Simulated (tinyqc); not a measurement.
From results back to parameters: exciton in an atomically thin sheet (Rytova-Keldysh potential). Five cases, with inputs chosen for the exercise.

Problem. The spacing of the 1s and 2s lines was computed from a hidden kap.

Relative motion in the plane with V(k) = -2 pi q/(k (kap + r0 k)), q = e^2/(4 pi eps0), c = hbar^2/2m0. Normalised Gaussians exp(-a_i r^2): with A = a_i + a_j, S_ij = 2 sqrt(a_i a_j)/A, T_ij = (4c/mu)(a_i a_j/A) S_ij, V_ij = -q S_ij times the integral over k from 0 to infinity of exp(-k^2/4A)/(kap + r0 k).

Converged values use 20 Gaussians with exponents 2^i/b^2, i = -11 to 8, b the larger of a0 kap/(2 mu) and sqrt(a0 r0/mu), a0 = 0.5291772 angstrom; p states use r exp(i theta) exp(-a r^2).

Constants: hbar^2/2m0 = 3.80998211 eV angstrom^2; e^2/(4 pi eps0) = 14.39964547 eV angstrom.

Find: kap; 1s binding.

Method. The spacing falls steadily as kap grows, so bisection on kap finds one value; the binding follows from the same solution.

Case 1.

Values chosen (out of a larger set: near those of a MoSe2 monolayer; not measured data): r0 = 53.5 angstrom (screening length of the sheet).

mu = 0.27456 m0
2s - 1s = 179.26 meV

Solution.

kap = 2.45
1s binding = 278 meV

Case 2.

Values chosen (out of a larger set: near those of a WS2 monolayer; not measured data): r0 = 36.9 angstrom (screening length of the sheet).

mu = 0.17395 m0
2s - 1s = 113.19 meV

Solution.

kap = 5.20
1s binding = 141 meV

Case 3.

Values chosen (out of a larger set: near those of a WS2 monolayer; not measured data): r0 = 35.9 angstrom (screening length of the sheet).

mu = 0.17465 m0
2s - 1s = 132.44 meV

Solution.

kap = 4.50
1s binding = 168 meV

Case 4.

Values chosen (out of a larger set: near those of a MoTe2 monolayer; not measured data): r0 = 71.5 angstrom (screening length of the sheet).

mu = 0.29922 m0
2s - 1s = 108.56 meV

Solution.

kap = 4.40
1s binding = 154 meV

Case 5.

Values chosen (out of a larger set: near those of a WS2 monolayer; not measured data): r0 = 35.9 angstrom (screening length of the sheet).

mu = 0.18719 m0
2s - 1s = 136.77 meV

Solution.

kap = 4.50
1s binding = 174 meV

Computed by tinyqc, one run a case: `OMP_NUM_THREADS=1 python tinyqc.py N N+1 out.jsonl` with N = 1280761, 1280873, 1280896, 1281036, 1281067; one thread of a shared Intel(R) Xeon(R) Processor @ 2.30GHz, about 0.04 s a run at most.
